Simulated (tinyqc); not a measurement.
Valence-band offset from core levels (Kraut method), with the dipole against the affinity rule: one step of the calculation.

Binding energies are counted downwards from the Fermi level. dEv > 0 means that the valence edge of B lies below that of A, dEc > 0 that the conduction edge of B lies above that of A; dEc + dEv = EgB - EgA. The spectra are made-up values treated as data.

Task. Interface dipole. The affinity rule gives dEc(0) = chiA - chiB; the dipole step is D = dEc - dEc(0), and two sheets of opposite charge dd apart hold N = eps0 ei |D|/(q dd).

Values chosen for this exercise; gaps and affinities close to those of gallium nitride (A) and tantalum oxide (B): electron affinity of A chiA = 4.05 eV; electron affinity of B chiB = 3.25 eV; relative permittivity inside the dipole layer ei = 6.2; thickness of the dipole layer dd = 0.24 nm.

Constants: q = 1.602176634e-19 C, eps0 = 8.8541878128e-14 F/cm where lengths are in cm. Results are converted to the units shown.

dEc = 0.51147541 eV

Wanted: dEc(0); D; N; field in the dipole layer.

Result.

dEc(0) = 0.80000 eV
D = -0.28852 eV
N = 4.1191e13 cm^-2
field in the dipole layer = 12.022 MV/cm

N is 0.059 elementary charges for each of about 7e14 surface atoms per cm^2.

Computed by the program tinyqc: `OMP_NUM_THREADS=1 python tinyqc.py 2410140 2410141 out.jsonl`, one thread of a shared Intel Xeon 2.30GHz, about 0.01 s for the whole run.
